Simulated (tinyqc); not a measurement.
Geometry relaxation of a small cluster. Changing the step factor eta. Computed by tinyqc, a small Python program. Command: `OMP_NUM_THREADS=1 python tinyqc.py 3012535 3012536 out.jsonl relax sweep`. One thread of a shared host (Intel(R) Xeon(R) Processor @ 2.30GHz), about 0.08 s of CPU time with the checks.

E = sum_i {sum_j A exp(-p (r_ij/r0 - 1)) - xi sqrt(rho_i)}, rho_i = sum_j exp(-2 q (r_ij/r0 - 1)); the force on i is -sum_j w_ij (R_i - R_j)/r_ij with w_ij = -(2p/r0) A exp(-p (r_ij/r0 - 1)) + (xi q/r0) exp(-2 q (r_ij/r0 - 1)) (rho_i^(-1/2) + rho_j^(-1/2)).

Inputs (values chosen for the exercise, for model atoms):

| quantity | value | unit |
|---|---|---|
| length r0 | 2.71 | angstrom |
| repulsion A | 0.13 | eV |
| hopping xi | 1.62 | eV |
| decay p | 10.1 | - |
| decay q | 2.8 | - |
| largest number of steps | 500 | - |

Potential: Gupta. Method: steepest descent.

starting positions (angstrom):
```
           x      y      z
atom 1  0.09  -0.01  -0.26
atom 2  2.47  -0.03  -0.06
atom 3  1.19   2.26      0
atom 4  1.47      1   2.15
```

Method:
- Steepest descent: R(new) = R + eta F.
- No atom moves more than 0.3 angstrom a step (the whole step is scaled). Stop when the largest force component is below 1e-5 eV/angstrom.
- Hessian at the final positions by central differences of the forces; six eigenvalues vanish (translations and rotations). Steepest descent is stable for eta below 2/lambda_max and contracts the softest mode by 1 - eta lambda_min a step.

One run for each value:

| step factor eta (angstrom^2/eV) | steps | final energy (eV) | largest stable eta (angstrom^2/eV) |
|---|---|---|---|
| 0.0096 | 295 | -10.57 | 0.07369 |
| 0.0140 | 201 | -10.57 | 0.07369 |
| 0.0200 | 139 | -10.57 | 0.07369 |
| 0.0300 | 91 | -10.57 | 0.07369 |
| 0.0430 | 62 | -10.57 | 0.07369 |
| 0.0620 | 42 | -10.57 | 0.07369 |

Describe and explain the trends.

Over the rows, steps falls from 295 to 42.0 (exponent d ln y / d ln x about -1.0 throughout). The final energy is the same in every row; the largest stable eta for plain steepest descent is 0.0737. Well below that limit the count falls about as 1/eta; above it the steps overshoot and the run cannot settle, so such values give no row. Left out: 0.0910, 0.130, 0.190 (the iteration did not converge within its cap).

Extremes, crossings and ranges named in words are read from the listed rows.
